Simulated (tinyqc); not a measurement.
# Changing the process gas flow

Model: gas flow in a process chamber: flow regimes, conductance, effective pumping speed, pump-down, outgassing and purge. Computed by tinyqc, a small Python program. Command: `OMP_NUM_THREADS=1 python tinyqc.py 3120231 3120232 out.jsonl pump sweep`. One thread of a shared host (Intel(R) Xeon(R) Processor @ 2.30GHz), about 0.01 s of CPU time with the checks.

Ideal gas, isothermal flow, a pump of constant speed at the end of a round pipe; process gas, volume gas and outgassing are given the same properties. 1 sccm = 101325 Pa x 1e-6 m^3/60 s x T/273.15 K.

Inputs (values chosen for the exercise, modelled on hydrogen near room temperature):
```
quantity            value           unit
molar mass M        2.016          g/mol
molecular diameter   0.27             nm
viscosity eta         8.9  micropascal s
temperature T         300              K
chamber volume V       70              L
pipe diameter d        16             cm
pipe length l         300             cm
pump speed S         1600            L/s
```

Constants: k_B = 1.380649e-23 J/K; u = 1.6605390666e-27 kg.

Method:
- Mean speed c = sqrt(8 k_B T/(pi m)); aperture conductance C_a = c pi d^2/16; molecular pipe C_m = C_a/(1 + 3 l/(4 d)) (Dushman form); viscous pipe C_v = pi d^4 p_mean/(128 eta l); Knudsen interpolation C = C_v + C_m (1 + x)/(1 + 1.24 x), x = d p_mean sqrt(m/(k_B T))/eta.
- Effective speed 1/S_eff = 1/S + 1/C_m; time constant V/S_eff; pressure at which the free path k_B T/(sqrt2 pi d_m^2 p) equals d.
- Steady flow: the pump inlet is at p_2 = Q/S, and the chamber pressure p_1 solves Q = C((p_1 + p_2)/2) (p_1 - p_2). Residence time = p_1 V/Q.
- Knudsen number = free path at the mean pressure over d.

One run for each value:
```
process gas flow (sccm)  chamber pressure p_1 (Pa)  conductance C (L/s)  Knudsen number  residence time (s)
0.1                                      4.293e-04                  592       2.932e+02              0.1620
0.3                                      1.289e-03                  591       9.765e+01              0.1622
1                                        4.313e-03                  588       2.921e+01              0.1628
3                                        1.305e-02                  581       9.669e+00              0.1642
10                                       4.424e-02                  568       2.863e+00              0.1670
30                                       1.322e-01                  571       9.571e-01              0.1664
100                                      4.005e-01                  652       3.096e-01              0.1511
300                                      9.767e-01                  885       1.207e-01              0.1229
1000                                     2.362e+00                 1542       4.539e-02              0.0892
3000                                     5.265e+00                 3113       1.828e-02              0.0662
10000                                    1.387e+01                 8147       6.278e-03              0.0523
```

Over the rows, chamber pressure p_1 (Pa) rises from 4.29e-4 to 13.9 (exponent d ln y / d ln x 1.0 between the first rows and 0.80 between the last); conductance C (L/s) goes from 592 through a minimum among these rows, 568 at 10.0, to 8150; Knudsen number falls from 293 to 0.00628 (exponent d ln y / d ln x -1.0 between the first rows and -0.89 between the last). At the low end the exponent of chamber pressure p_1 is 1.00, close to 1: constant speed and conductance.

Extremes, crossings and ranges named in words are read from the listed rows.
